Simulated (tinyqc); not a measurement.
Surface potential of a MOS transistor: implicit equation and explicit approximations: two steps of the calculation.

p-type body, charge-sheet picture, depletion and inversion only, full ionisation (an idealisation for deep acceptors), Boltzmann statistics (rough once Na exp(x - xn) passes about Nc/7). In units of Vt: xg = (Vg - Vfb)/Vt, x = psi/Vt, G = gamma/sqrt(Vt), xn = (2 phiF + Vc)/Vt. The implicit equation is (xg - x)^2 = G^2 [x - 1 + exp(x - xn)] for x above about 3. Cox = eps0 eox/tox.

Parameters, values chosen for the exercise; band and dielectric values close to those of germanium: temperature T = 300 K; band gap Eg = 0.648 eV; relative permittivity eps_r = 15.9; conduction-band density of states at T Nc = 1.03e19 cm^-3; valence-band density of states at T Nv = 5.99e18 cm^-3; relative permittivity of the gate insulator (close to silicon dioxide) eox = 3.9; insulator thickness tox = 9 nm; acceptor density Na = 1.2e18 cm^-3; flat-band voltage Vfb = -0.43 V; channel-body voltage Vc = 0 V; gate-body voltage Vg = 1.26 V.

Constants: q = 1.602176634e-19 C, kB = 1.380649e-23 J/K, Vt = kB T/q, eps0 = 8.8541878128e-14 F/cm where lengths are in cm. Results are converted to the units shown.

Question 1. Scales. ni = sqrt(Nc Nv) exp(-Eg/(2 Vt)), Eg in volts; phiF = Vt ln(Na/ni); gamma = sqrt(2 q eps0 eps_r Na)/Cox; VT = Vfb + Vt (xn + G sqrt(xn - 1)).

Wanted: phiF; gamma; G; xn; VT; xg.

Answer 1.

phiF = 0.27543 V
gamma = 1.9176 V^0.5
G = 11.927
xn = 21.308
VT = 1.5103 V
xg = 65.372

Question 2. New x. D = exp(x - xn), f = (xg - x)^2 - G^2 (x - 1 + D), f' = -2 (xg - x) - G^2 (1 + D), x(new) = x - f/f'.

x at the start = 17.27
G = 11.926578
xn = 21.308167
xg = 65.372119

Wanted: D; f; f'; x after iteration 1.

Answer 2.

D = 0.01763
f = -2.992
f' = -241.0
x after iteration 1 = 17.26

Computed by the program tinyqc: `OMP_NUM_THREADS=1 python tinyqc.py 2122161 2122162 out.jsonl`, one thread of a shared Intel Xeon 2.30GHz, about 0.01 s for the whole run.
